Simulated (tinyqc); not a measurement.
Hubbard ring of 4 sites, step by step. One step of it, computed by the program tinyqc.

Question. Mean-field iteration 1. H(up) = T + U n(down), H(down) = T + U n(up); fill the lowest levels; n(new) = n + mixing (n(out) - n); E = tr T (rho up + rho down) + U sum n_up n_down of the output.

one-body matrix (hopping and site energies) (eV), order 1, 2, 3, 4:
$$\begin{pmatrix}
0.000000 & -0.640000 & 0.000000 & -0.640000 \\
-0.640000 & 0.000000 & -0.640000 & 0.000000 \\
0.000000 & -0.640000 & 0.000000 & -0.640000 \\
-0.640000 & 0.000000 & -0.640000 & 0.000000
\end{pmatrix}$$

U = 10.600000 eV

electrons, up and down: [2, 2]

mixing = 1

n(up) at the start (a guess, not normalised): 1 0.950000, 2 0.050000, 3 0.950000, 4 0.050000

n(down) at the start (a guess): 1 0.050000, 2 0.950000, 3 0.050000, 4 0.950000

Give: levels, up; levels, down; energy; n(up) after iteration 1; n(down) after iteration 1.

Answer.

levels, up (eV): [0.3612, 0.5300, 10.0700, 10.2388]

levels, down (eV): [0.3612, 0.5300, 10.0700, 10.2388]

energy = -0.3044 eV

n(up) after iteration 1: 1 0.9915, 2 0.0085, 3 0.9915, 4 0.0085

n(down) after iteration 1: 1 0.0085, 2 0.9915, 3 0.0085, 4 0.9915
